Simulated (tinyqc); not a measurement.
Worked calculation: UKS/LDA (PW92) in the sto-3g basis, for BeH, spin multiplicity 2. One step of it, computed by the program tinyqc.

Question. Iteration 1: building the Kohn-Sham matrix. J_ij = sum D_kl (ij|kl) with D = D(alpha) + D(beta); F = H + J + V_xc; E = tr D H + tr D J / 2 + E_xc + E_nn.

D(alpha) at the start:
```
            1Be 1s     1Be 2s    1Be 2px    1Be 2py    1Be 2pz      2H 1s
1Be 1s    0.025933  -0.115425   0.000000   0.000000   0.090982   0.071159
1Be 2s   -0.115425   0.525746   0.000000   0.000000  -0.325229  -0.433263
1Be 2px   0.000000   0.000000   0.033467  -0.179854   0.000000   0.000000
1Be 2py   0.000000   0.000000  -0.179854   0.966533   0.000000   0.000000
1Be 2pz   0.090982  -0.325229   0.000000   0.000000   0.848789  -0.524564
2H 1s     0.071159  -0.433263   0.000000   0.000000  -0.524564   1.327070
```

D(beta) at the start:
```
            1Be 1s     1Be 2s   1Be 2px   1Be 2py    1Be 2pz      2H 1s
1Be 1s    0.025933  -0.115425  0.000000  0.000000   0.090982   0.071159
1Be 2s   -0.115425   0.525746  0.000000  0.000000  -0.325229  -0.433263
1Be 2px   0.000000   0.000000  0.000000  0.000000   0.000000   0.000000
1Be 2py   0.000000   0.000000  0.000000  0.000000   0.000000   0.000000
1Be 2pz   0.090982  -0.325229  0.000000  0.000000   0.848789  -0.524564
2H 1s     0.071159  -0.433263  0.000000  0.000000  -0.524564   1.327070
```

core Hamiltonian H = T + V (hartree):
```
            1Be 1s     1Be 2s    1Be 2px    1Be 2py    1Be 2pz      2H 1s
1Be 1s   -8.167445  -2.010198   0.000000   0.000000  -0.010410  -0.216871
1Be 2s   -2.010198  -2.396837   0.000000   0.000000  -0.102914  -0.695314
1Be 2px   0.000000   0.000000  -1.904397   0.000000   0.000000   0.000000
1Be 2py   0.000000   0.000000   0.000000  -1.904397   0.000000   0.000000
1Be 2pz  -0.010410  -0.102914   0.000000   0.000000  -1.977278  -0.814923
2H 1s    -0.216871  -0.695314   0.000000   0.000000  -0.814923  -1.666406
```

Two-electron integrals (ij|kl) in chemists' order, unique and non-zero (hartree):
```
(11|11) 2.298831   (21|11) 0.392036   (21|21) 0.079539   (22|11) 0.570988
(22|21) 0.143041   (22|22) 0.417683   (31|31) 0.014607   (32|31) 0.021888
(32|32) 0.092265   (33|11) 0.569578   (33|21) 0.143083   (33|22) 0.417589
(33|33) 0.449859   (41|41) 0.014607   (42|41) 0.021888   (42|42) 0.092265
(43|43) 0.024249   (44|11) 0.569578   (44|21) 0.143083   (44|22) 0.417589
(44|33) 0.401360   (44|44) 0.449859   (51|51) 0.014607   (52|51) 0.021888
(52|52) 0.092265   (53|53) 0.024249   (54|54) 0.024249   (55|11) 0.569578
(55|21) 0.143083   (55|22) 0.417589   (55|33) 0.401360   (55|44) 0.401360
(55|55) 0.449859   (61|11) 0.040966   (61|21) 0.008307   (61|22) 0.015077
(61|33) 0.014980   (61|44) 0.014980   (61|51) 0.000740   (61|52) 0.001400
(61|55) 0.015279   (61|61) 0.000910   (62|11) 0.126915   (62|21) 0.032407
(62|22) 0.106977   (62|33) 0.102620   (62|44) 0.102620   (62|51) 0.004164
(62|52) 0.028195   (62|55) 0.115587   (62|61) 0.003746   (62|62) 0.045762
(63|31) 0.002577   (63|32) 0.012943   (63|53) 0.004553   (63|63) 0.003529
(64|41) 0.002577   (64|42) 0.012943   (64|54) 0.004553   (64|64) 0.003529
(65|11) 0.147457   (65|21) 0.038029   (65|22) 0.131042   (65|33) 0.123435
(65|44) 0.123435   (65|51) 0.006592   (65|52) 0.043275   (65|55) 0.146116
(65|61) 0.004536   (65|62) 0.062868   (65|65) 0.088074   (66|11) 0.299867
(66|21) 0.077749   (66|22) 0.288661   (66|33) 0.269142   (66|44) 0.269142
(66|51) 0.010206   (66|52) 0.093254   (66|55) 0.327334   (66|61) 0.009077
(66|62) 0.165743   (66|65) 0.238962   (66|66) 0.774606
```

nuclear repulsion = 1.20131035 hartree

V_xc(alpha) (hartree):
```
            1Be 1s     1Be 2s    1Be 2px    1Be 2py    1Be 2pz      2H 1s
1Be 1s   -0.471302  -0.116448   0.000000   0.000000   0.005391  -0.011949
1Be 2s   -0.116448  -0.338992   0.000000   0.000000   0.036108  -0.105295
1Be 2px   0.000000   0.000000  -0.296075   0.011014   0.000000   0.000000
1Be 2py   0.000000   0.000000   0.011014  -0.359582   0.000000   0.000000
1Be 2pz   0.005391   0.036108   0.000000   0.000000  -0.361332  -0.140409
2H 1s    -0.011949  -0.105295   0.000000   0.000000  -0.140409  -0.505323
```

V_xc(beta) (hartree):
```
            1Be 1s     1Be 2s    1Be 2px    1Be 2py    1Be 2pz      2H 1s
1Be 1s   -0.429057  -0.100409   0.000000   0.000000   0.006662  -0.010343
1Be 2s   -0.100409  -0.294676   0.000000   0.000000   0.045061  -0.098449
1Be 2px   0.000000   0.000000  -0.265044   0.003319   0.000000   0.000000
1Be 2py   0.000000   0.000000   0.003319  -0.285245   0.000000   0.000000
1Be 2pz   0.006662   0.045061   0.000000   0.000000  -0.333212  -0.135019
2H 1s    -0.010343  -0.098449   0.000000   0.000000  -0.135019  -0.502767
```

E_xc = sum of w rho eps_xc = -1.66970387 hartree

Give: Coulomb J; F(alpha); F(beta); total energy of this density.

Answer.

Coulomb J (hartree):
```
          1Be 1s   1Be 2s  1Be 2px  1Be 2py  1Be 2pz   2H 1s
1Be 1s    2.3533   0.5928   0.0000   0.0000  -0.0169  0.0618
1Be 2s    0.5928   1.8393   0.0000   0.0000  -0.0038  0.5975
1Be 2px   0.0000   0.0000   1.7687  -0.0087   0.0000  0.0000
1Be 2py   0.0000   0.0000  -0.0087   1.8139   0.0000  0.0000
1Be 2pz  -0.0169  -0.0038   0.0000   0.0000   1.9338  0.7872
2H 1s     0.0618   0.5975   0.0000   0.0000   0.7872  2.2603
```

F(alpha) (hartree):
```
          1Be 1s   1Be 2s  1Be 2px  1Be 2py  1Be 2pz    2H 1s
1Be 1s   -6.2854  -1.5339   0.0000   0.0000  -0.0219  -0.1670
1Be 2s   -1.5339  -0.8965   0.0000   0.0000  -0.0706  -0.2031
1Be 2px   0.0000   0.0000  -0.4318   0.0023   0.0000   0.0000
1Be 2py   0.0000   0.0000   0.0023  -0.4501   0.0000   0.0000
1Be 2pz  -0.0219  -0.0706   0.0000   0.0000  -0.4048  -0.1681
2H 1s    -0.1670  -0.2031   0.0000   0.0000  -0.1681   0.0885
```

F(beta) (hartree):
```
          1Be 1s   1Be 2s  1Be 2px  1Be 2py  1Be 2pz    2H 1s
1Be 1s   -6.2432  -1.5178   0.0000   0.0000  -0.0207  -0.1654
1Be 2s   -1.5178  -0.8522   0.0000   0.0000  -0.0617  -0.1962
1Be 2px   0.0000   0.0000  -0.4008  -0.0054   0.0000   0.0000
1Be 2py   0.0000   0.0000  -0.0054  -0.3757   0.0000   0.0000
1Be 2pz  -0.0207  -0.0617   0.0000   0.0000  -0.3767  -0.1627
2H 1s    -0.1654  -0.1962   0.0000   0.0000  -0.1627   0.0911
```

total energy of this density = -4.080283 hartree
